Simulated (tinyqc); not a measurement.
From completion temperature T_f back to metal thickness h: growth of a silicide layer between metal and silicon: linear-parabolic kinetics, ramp anneals and Kissinger analysis. Computed by tinyqc, a small Python program. Command: `OMP_NUM_THREADS=1 python tinyqc.py 3026418 3026419 out.jsonl silicide inv`. One thread of a shared host (Intel(R) Xeon(R) Processor @ 2.30GHz), about 0.1 s of CPU time with the checks.

One compound layer of thickness x grows by diffusion through itself and reaction at an interface, dx/dt = 1/(2x/K + 1/v), until the metal is used up at x = a h.

Inputs (values chosen for the exercise, modelled on CoSi):
```
quantity,value,unit
silicide formed per metal thickness a,2.02,-
prefactor of the parabolic constant K,4.7e+14,nm^2/s
activation energy E of K,1.91,eV
prefactor of the interface velocity v,7.8e+14,nm/s
activation energy E_v,2.1,eV
ramp rate beta,0.3,C/s
```

Constants: k_B = 8.617333262e-05 eV/K.

Method:
- The silicide ends at the thickness a h.
- K = K0 exp(-E/(k_B T)), v = v0 exp(-E_v/(k_B T)).
- Temperatures in kelvin are T(C) + 273.15.
- Ramp from x = 0 at 100 C at the rate beta: dx/dT = (1/beta)/(2x/K + 1/v), integrated adaptively (tolerance 1e-9) until x = a h at T_f.

Question. A run gave the result below. Find the metal thickness h, known to lie between 6.2 and 17 nm.

completion temperature T_f = 428.0982 C

Answer.

Each step takes the trial c = (a f_b - b f_a)/(f_b - f_a), f being the result less the target and a, b, c the logarithms of the listed values; c replaces end b, the old b replaces a if the sign of f changed, and otherwise f_a is halved.

Scan of the range:
```
metal thickness h (nm),completion temperature T_f (C)
6.20,417.289
7.34,422.095
8.68,427.110
10.30,432.486
12.10,437.789
14.40,443.791
17.00,449.781
```

False position (Illinois rule, in the logarithm of the input) inside the bracket:
```
step,end a,end b,trial,completion temperature T_f (C)
1,8.6800,10.3000,8.95728,428.078
2,10.3000,8.9573,8.96288,428.098
3,10.3000,8.9629,8.96310,428.099
4,8.9629,8.9631,8.96299,428.098
```

Completion temperature T_f rises at every point of a 13-point scan of the range (every second point is shown), so one value fits; it is bracketed by 8.68 and 10.3. Answer: metal thickness h = 8.963 nm.
